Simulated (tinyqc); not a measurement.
Inside a calculation. Method: Ewald sum of point charges, caesium chloride, strained along z by a factor 1.18, lattice. Computed by tinyqc, a small Python program that keeps every step. Command: `OMP_NUM_THREADS=1 python tinyqc.py 23803 23804 out.jsonl` (the two numbers bound the seeds that draw the settings). One thread of a shared host (Intel(R) Xeon(R) Processor @ 2.60GHz), about 0.03 s of CPU time with the checks.

## Ewald sum with eta = 0.311 1/bohr

cell vectors (rows) (bohr):
```
,1,2,3
1,10.840000,0.000000,0.000000
2,0.000000,10.840000,0.000000
3,0.000000,0.000000,12.791000
```

Charges:
```
q,f1,f2,f3
2.000000,0.000000,0.000000,0.000000
-2.000000,0.500000,0.500000,0.500000
```

Real space: 1/2 sum q_i q_j erfc(eta r)/r over all images with r > 0; reciprocal space: (2 pi/V) sum_(G != 0) exp(-G^2/4 eta^2)/G^2 |S(G)|^2 with S(G) = sum q exp(i G.r); self term -eta/sqrt(pi) sum q^2; background -pi Q^2/(2 V eta^2), Q the total charge.

Real-space shells (first ones):
```
r (bohr),pairs,sum (hartree)
9.982746,16,-0.000036
10.840000,8,2.75e-06
12.791000,4,1.16e-08
15.330075,8,1.63e-11
16.766493,16,0
18.293890,32,0
```

Reciprocal shells (first ones that count):
```
G^2 (1/bohr^2),vectors,sum (hartree)
0.241296,2,0.297133
0.335971,4,0.334159
0.913237,8,0.055296
1.301156,8,0.014239
1.585178,8,0.005609
1.679853,8,0.004144
2.171667,2,0.000225
2.645038,16,0.000434
2.843608,8,0.000121
2.929061,8,0.000094
3.023735,4,0.000036
3.515549,8,0.000017
```

## The total does not depend on eta

The same sums for other eta.

Totals (hartree per cell):
```
eta,real,reciprocal,self,background,total
0.311000,-0.000033,0.711544,-1.403704,0.000000,-0.69219266
0.470000,-1.03e-10,1.429160,-2.121353,0.000000,-0.69219266
0.560000,0,1.835377,-2.527569,0.000000,-0.69219266
```

shortest distance = 9.982746 bohr

Madelung constant -E d / (formula units |q+ q-|) = 1.727496
